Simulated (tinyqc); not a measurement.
Implant damage, amorphisation by cascade overlap, and solid-phase epitaxial regrowth: one step, computed by the program tinyqc. Command: `OMP_NUM_THREADS=1 python tinyqc.py 3111984 3111985 out.jsonl sper walk`. One thread of a shared host (Intel(R) Xeon(R) Processor @ 2.30GHz), about 0.01 s of CPU time with the checks.

Range and width of the damage are inputs. Dynamic annealing enters only through the surviving share f.

Question. The amorphous layer. Displaced share x(z) = f nu Q exp(-(z - R_d)^2/(2 s_d^2))/(sqrt(2 pi) s_d N); the layer is amorphous where x > x_c, between R_d -/+ s_d sqrt(2 ln(x_max/x_c)), the upper edge being cut at the surface. Threshold dose Q_c = Q x_c/x_max.

Inputs (values chosen for the exercise, modelled on silicon ions in silicon):
```
quantity                           value    unit
atomic density N                    49.9  1/nm^3
depth of the damage peak R_d          37      nm
width of the damage profile s_d       18      nm
share of defects that survive f     0.32       -
critical displaced share x_c       0.088       -
dose Q                           1.3e+14  1/cm^2
```

displacements per ion nu = 743.1394

Give: peak displaced share x_max; threshold dose Q_c; upper edge; lower edge.

Answer.

peak displaced share x_max = 0.1373

threshold dose Q_c = 8.332e+13 1/cm^2

upper edge = 20.02 nm

lower edge = 53.98 nm

The layer is buried, so it regrows from both sides and the two fronts meet in a defect plane.
